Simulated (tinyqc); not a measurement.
# Lifetime from the low-frequency admittance

Question. At low frequency a p+-n diode with a base of width wb has C_diff/G = (tau/2)(1 - 2 x/sinh 2x), x = wb/sqrt(Dp tau). Find tau, x and the limit of C_diff/G for infinite lifetime, wb^2/(3 Dp).

Values chosen for this exercise:
- Dp = 6.9 cm^2/s (hole diffusion coefficient)
- wb = 22 um (width of the neutral base)

G = 1.0140592 S/cm^2
C_diff = 0.083450880 uF/cm^2

Answer. The ratio rises steadily with tau from tau/2 (long base) towards wb^2/(3 Dp) (short base), so one lifetime matches as long as the ratio is below that limit.

tau = 2.00e-7 s
x = 1.87
limit of C_diff/G = 2.34e-7 s

Computed by the program tinyqc: `OMP_NUM_THREADS=1 python tinyqc.py 2890194 2890195 out.jsonl`, one thread of a shared Intel Xeon 2.30GHz, about 0.01 s for the whole run.
